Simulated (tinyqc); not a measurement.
From one set of inputs to another, one input at a time: Debye-Callaway model of lattice thermal conductivity. Computed by tinyqc, a small Python program. Command: `OMP_NUM_THREADS=1 python tinyqc.py 3019587 3019588 out.jsonl callaway ladder`. One thread of a shared host (Intel(R) Xeon(R) Processor @ 2.30GHz), about 0.04 s of CPU time with the checks.

Three acoustic branches with one velocity v, cut at omega_D = k_B Theta/hbar; x = hbar omega/(k_B T). v and Theta are separate inputs: Theta cuts off the heat-carrying modes, so C need not reach 3 k_B/V. gamma is an effective value that sets the umklapp rate. Heat flows along the wire.

The inputs printed are set A. Inputs not listed in the table keep their values of set A, so the rows need not describe a real material.

Inputs (values chosen for the exercise, modelled on sodium chloride):
```
quantity                                value        unit
sound velocity v                         2830         m/s
Debye temperature Theta                   295           K
volume per atom V                        22.4  angstrom^3
mean atomic mass M                       29.2           u
effective Grueneisen parameter gamma     2.61           -
umklapp exponent divisor b                2.5           -
mass variance Gamma                   0.00027           -
wire diameter D                             3  micrometre
specularity p                               0           -
normal-process factor f_N                 2.1           -
temperature T                             200           K
probe frequency omega/omega_D            0.77           -
```

Sample: wire. Point defects: isotopes. Normal processes: included.

Constants: k_B = 1.380649e-23 J/K; hbar = 1.054571817e-34 J s; u = 1.6605390666e-27 kg.

Method:
- Gamma is given directly by the isotope mixture. A = V Gamma/(4 pi v^3).
- Rates: point defects A omega^4; umklapp B omega^2 T exp(-Theta/(b T)) with B = hbar gamma^2/(M v^2 Theta); normal processes f_N B omega^2 T (T/Theta)^2. Boundaries: v/Lambda_B with Lambda_B = D (1 + p)/(1 - p).
- The resistive time is tau_R = 1/(boundary + point-defect + umklapp rates), and the free path is v tau_R.
- kappa_1 = c int tau_C g dx, g = x^4 e^x/(e^x - 1)^2, c = (k_B/(2 pi^2 v)) (k_B T/hbar)^3, over 0 < x < min(Theta/T, 40), by 96 Gauss-Legendre points in s with x = x_max s^2; 1/tau_C = 1/tau_R + 1/tau_N; kappa_2 = c [int (tau_C/tau_N) g dx]^2 / int (tau_C/(tau_N tau_R)) g dx; kappa = kappa_1 + kappa_2.
- Heat capacity C = 3 c int g dx / v^2; grey free path 3 kappa/(C v); the median free path v tau_C halves kappa_1 when the quadrature points are ordered by free path (each counted at half its weight, interpolated in the logarithm); likewise at 10 % and 90 %.

Each row keeps all changes above it:
```
input moved                        from       to  grey free path (nm)  median free path (nm)  free path (nm)
set A                                 -        -                 5.85                   4.11           4.475
volume per atom V (angstrom^3)     22.4     26.6                 5.83                   4.12           4.453
wire diameter D (micrometre)          3     0.27                 5.54                   3.61           4.387
temperature T (K)                   200      300                 2.87                   1.32           2.455
normal-process factor f_N           2.1     0.47                 3.41                   3.05           2.455
mean atomic mass M (u)             29.2      118                12.22                  10.61           9.187
sound velocity v (m/s)             2830     1680                 2.71                   2.66           1.890
mass variance Gamma             0.00027  9.6e-06                 2.93                   2.61           2.105
```

Which inputs carry the difference?

Grey free path goes from 5.85 to 2.93, a factor 0.501 in all. The largest single move comes from sound velocity v (a factor 0.222), and mean atomic mass M works against it (a factor 3.58). Median free path goes from 4.11 to 2.61, a factor 0.634 in all. The largest single move comes from sound velocity v (a factor 0.250), and mean atomic mass M works against it (a factor 3.47). Free path goes from 4.48 to 2.11, a factor 0.470 in all. The largest single move comes from sound velocity v (a factor 0.206), and mean atomic mass M works against it (a factor 3.74). The single moves hold for this order of the switches; the total does not depend on the order.

Extremes, crossings and ranges named in words are read from the listed rows.
